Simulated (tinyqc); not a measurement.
Switching kinetics of a ferroelectric film and the memory window of a ferroelectric gate stack: one step, computed by the program tinyqc.

Fields in MV/cm; 1 microcoulomb/cm^2 over eps_0 is 11.29409 MV/cm. In the stack (metal, ferroelectric, interlayer, channel) the channel is taken as a conductor.

Task: Memory window. Saturated branches: P(E) = P_s tanh[(E -/+ E_c)/(2 delta)], delta = E_c/ln[(1 + P_r/P_s)/(1 - P_r/P_s)]; D = P + eps_0 eps_F E. At threshold the channel charge is negligible, so D = 0 on each branch: (1 - s) P(E) + eps_0 eps_F E = 0, with the screened share s. The rising branch has the root E0 between 0 and E_c; window = 2 E0 t_F; its upper bound is 2 E_c t_F.

Inputs (values chosen for the exercise, for a model hafnia-based film):

| quantity | value | unit |
|---|---|---|
| saturation polarisation P_s | 20 | microcoulomb/cm^2 |
| ratio P_r/P_s | 0.82 | - |
| coercive field E_c | 0.65 | MV/cm |
| permittivity of the ferroelectric eps_F | 26 | - |
| thickness t_F | 15 | nm |
| share s of P screened by trapped charge | 0.93 | - |

delta = 0.2809432 MV/cm

Give: field E0; memory window; bound 2 E_c t_F; fixed-charge estimate 2 (1 - s) P_r t_F/(eps_0 eps_F).

Result:

field E0 = 0.3206 MV/cm

memory window = 0.9618 V

bound 2 E_c t_F = 1.95 V

fixed-charge estimate 2 (1 - s) P_r t_F/(eps_0 eps_F) = 1.496 V

Charge and coercive field both limit the window.
